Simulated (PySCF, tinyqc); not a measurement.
FCI on RHF in the 6-311g basis, for H2, spin multiplicity 1, step by step. The lowest restricted solution is unstable here: a spin-polarised one lies 0.0110 hartree lower (PySCF). One step of it, computed by the program tinyqc.

Problem. Iteration 6 (converged): orbitals. Diagonalise F' = X^T F X, C = X C', fill 1 alpha and 1 beta electrons from the bottom; D = 2 C_occ C_occ^T. Each column has its largest component positive (the first on a tie).

converged F (hartree), order 1H 1s, 1H 2s, 1H 3s, 2H 1s, 2H 2s, 2H 3s:
$$\begin{pmatrix}
0.718717 & -0.287134 & -0.376282 & -0.149633 & -0.260454 & -0.281602 \\
-0.287134 & -0.187252 & -0.295383 & -0.260454 & -0.310843 & -0.301623 \\
-0.376282 & -0.295383 & -0.238687 & -0.281602 & -0.301623 & -0.267938 \\
-0.149633 & -0.260454 & -0.281602 & 0.718717 & -0.287134 & -0.376282 \\
-0.260454 & -0.310843 & -0.301623 & -0.287134 & -0.187252 & -0.295383 \\
-0.281602 & -0.301623 & -0.267938 & -0.376282 & -0.295383 & -0.238687
\end{pmatrix}$$

X, order 1H 1s, 1H 2s, 1H 3s, 2H 1s, 2H 2s, 2H 3s:
$$\begin{pmatrix}
1.371267 & -0.741458 & 0.201449 & 0.007752 & 0.048422 & -0.056399 \\
-0.741458 & 2.096705 & -0.997624 & 0.048422 & -0.177157 & 0.155125 \\
0.201449 & -0.997624 & 1.975687 & -0.056399 & 0.155125 & -0.722309 \\
0.007752 & 0.048422 & -0.056399 & 1.371267 & -0.741458 & 0.201449 \\
0.048422 & -0.177157 & 0.155125 & -0.741458 & 2.096705 & -0.997624 \\
-0.056399 & 0.155125 & -0.722309 & 0.201449 & -0.997624 & 1.975687
\end{pmatrix}$$

Give: F' = X^T F X; orbital energies; coefficients C; D after iteration 6.

Solution.

F' = X^T F X (hartree):
$$\begin{pmatrix}
1.7088 & -1.1520 & -0.0107 & 0.0270 & -0.0642 & -0.1265 \\
-1.1520 & 0.9042 & -0.3762 & -0.0642 & -0.2062 & -0.0210 \\
-0.0107 & -0.3762 & 0.1491 & -0.1265 & -0.0210 & -0.1311 \\
0.0270 & -0.0642 & -0.1265 & 1.7088 & -1.1520 & -0.0107 \\
-0.0642 & -0.2062 & -0.0210 & -1.1520 & 0.9042 & -0.3762 \\
-0.1265 & -0.0210 & -0.1311 & -0.0107 & -0.3762 & 0.1491
\end{pmatrix}$$

orbital energies (hartree): MO1 -0.4569, MO2 0.0455, MO3 0.3651, MO4 0.4640, MO5 2.5436, MO6 2.5629

coefficients C, order 1H 1s, 1H 2s, 1H 3s, 2H 1s, 2H 2s, 2H 3s:
$$\begin{pmatrix}
0.1396 & 0.1320 & 0.0459 & -0.0964 & -1.0862 & -1.1172 \\
0.2895 & 0.1684 & 0.9722 & -1.0881 & 1.1868 & 1.5328 \\
0.2364 & 0.9688 & -0.9428 & 1.6086 & -0.4539 & -0.9006 \\
0.1396 & -0.1320 & 0.0459 & 0.0964 & -1.0862 & 1.1172 \\
0.2895 & -0.1684 & 0.9722 & 1.0881 & 1.1868 & -1.5328 \\
0.2364 & -0.9688 & -0.9428 & -1.6086 & -0.4539 & 0.9006
\end{pmatrix}$$

D after iteration 6, order 1H 1s, 1H 2s, 1H 3s, 2H 1s, 2H 2s, 2H 3s:
$$\begin{pmatrix}
0.0390 & 0.0809 & 0.0660 & 0.0390 & 0.0809 & 0.0660 \\
0.0809 & 0.1677 & 0.1369 & 0.0809 & 0.1677 & 0.1369 \\
0.0660 & 0.1369 & 0.1118 & 0.0660 & 0.1369 & 0.1118 \\
0.0390 & 0.0809 & 0.0660 & 0.0390 & 0.0809 & 0.0660 \\
0.0809 & 0.1677 & 0.1369 & 0.0809 & 0.1677 & 0.1369 \\
0.0660 & 0.1369 & 0.1118 & 0.0660 & 0.1369 & 0.1118
\end{pmatrix}$$
